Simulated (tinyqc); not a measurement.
Signal and retention of a DRAM cell: one step of the calculation.

A stored one starts at Vd and leaks: Cs dV/dt = -I(V), I = a sqrt((V + Vb)/(Vd + Vb)) + b, with a = Ig exp[-(Eg1 q/kB)(1/T - 1/T0)] (generation in a depletion layer) and b = Is exp[-(Es q/kB)(1/T - 1/T0)]. The bit line is precharged to Vd/2, and charge sharing gives the signal (V - Vd/2) Cs/(Cs + Cb).

Task. Signal and margin. The cell fails below Vc = Vd/2 + dm (Cs + Cb)/Cs.

Inputs (values chosen for the exercise): array voltage Vd = 1.2 V; cell capacitance Cs = 10 fF; bit-line capacitance Cb = 44 fF; smallest signal that the sense amplifier resolves dm = 50 mV.

Constants: q = 1.602176634e-19 C. Results are converted to the units shown.

Give: transfer ratio; signal of a fresh one; Vc; charge that may be lost; the same in electrons.

Result.

transfer ratio = 0.1852
signal of a fresh one = 111.1 mV
Vc = 0.8700 V
charge that may be lost = 3.300 fC
the same in electrons = 2.060e4

Range of the model: Real arrays also hold a tail of unusually leaky cells and cells whose retention varies in time, which this model lacks.

tinyqc, about 0.01 s, one thread, Intel Xeon 2.30GHz (shared host): `OMP_NUM_THREADS=1 python tinyqc.py 2130107 2130108 out.jsonl`
